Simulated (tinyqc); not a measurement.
Classical Heisenberg spin chain: exact results, Metropolis, heat-bath and over-relaxation steps, and a Monte Carlo run: one step, computed by the program tinyqc.

E = -J sum_i s_i . s_(i+1) for unit vectors s_i on an open chain; K = J/(k_B T).

Question. Finite chain. For N spins, <|sum s|^2>/N = (1 + u)/(1 - u) - 2 u (1 - u^N)/(N (1 - u)^2); the long chain has (1 + u)/(1 - u), chi over the Curie value, and the difference is relative to it.

Inputs (values chosen for the exercise, for a model chain of large moments): temperature T = 93.4 K; length N of the open chain = 8.

u = 0.7703745

chi over the Curie value = 7.709833

Give: <|sum s|^2>/N; difference from the long chain.

Answer.

<|sum s|^2>/N = 4.510

difference from the long chain = -41.50 %
